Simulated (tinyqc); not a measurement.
Carrier statistics of a doped semiconductor with parabolic bands: one step. The neutral state. Two cases, with inputs chosen for the exercise.

Question. Solve the neutrality condition for EF to convergence.

Energies are counted from Ev, so Ec = Eg. n = Nc F_1/2((EF - Eg)/kT), p = Nv F_1/2(-EF/kT), ND+ = ND/(1 + 2 exp((EF - Eg + ED)/kT)), NA- = NA/(1 + 4 exp((EA - EF)/kT)); neutrality asks p + ND+ = n + NA-. F_j(eta) = (1/Gamma(j + 1)) integral_0^infinity x^j dx/(1 + exp(x - eta)), which tends to exp(eta) for eta << 0.

Case 1.

Values chosen (near those of SiC; not measured data): ND = 1.2e+15 1/cm^3 (donors); NA = 4.3e+15 1/cm^3 (acceptors); ED = 0.0611 eV (donor level below Ec); EA = 0.2 eV (acceptor level above Ev).

Eg = 3.2351923 eV
kT = 0.01723467 eV
Nc = 9.997013e+18 1/cm^3
Nv = 1.836100e+19 1/cm^3

Case 2.

Values chosen (near those of InSb; not measured data): ND = 2.9e+13 1/cm^3 (donors); NA = 2.3e+12 1/cm^3 (acceptors); ED = 0.000977 eV (donor level below Ec); EA = 0.00991 eV (acceptor level above Ev).

Eg = 0.2135301 eV
kT = 0.01292600 eV
Nc = 1.345513e+16 1/cm^3
Nv = 2.587457e+18 1/cm^3

Give: EF; n; p; ND+; NA-.

Answer.

Case 1.

EF = 0.2094 eV
n = 5.67e-58 1/cm^3
p = 9.70e+13 1/cm^3
ND+ = 1.20e+15 1/cm^3
NA- = 1.30e+15 1/cm^3

The material is p-type; 30.2 % of the acceptors are ionised. EF lies 12.15 kT inside the gap from the valence edge, so Boltzmann statistics would serve; n p/(Nc Nv exp(-Eg/kT)) = 1.000.

Case 2.

EF = 0.1443 eV
n = 6.32e+13 1/cm^3
p = 3.68e+13 1/cm^3
ND+ = 2.87e+13 1/cm^3
NA- = 2.30e+12 1/cm^3

The material is nearly intrinsic; 99.0 % of the donors are ionised. EF lies 5.36 kT inside the gap from the conduction edge, so Boltzmann statistics would serve; n p/(Nc Nv exp(-Eg/kT)) = 0.998.

Computed by tinyqc, one run a case: `OMP_NUM_THREADS=1 python tinyqc.py N N+1 out.jsonl` with N = 1682397, 1682537; one thread of a shared Intel(R) Xeon(R) Processor @ 2.30GHz, about 0.01 s a run at most.
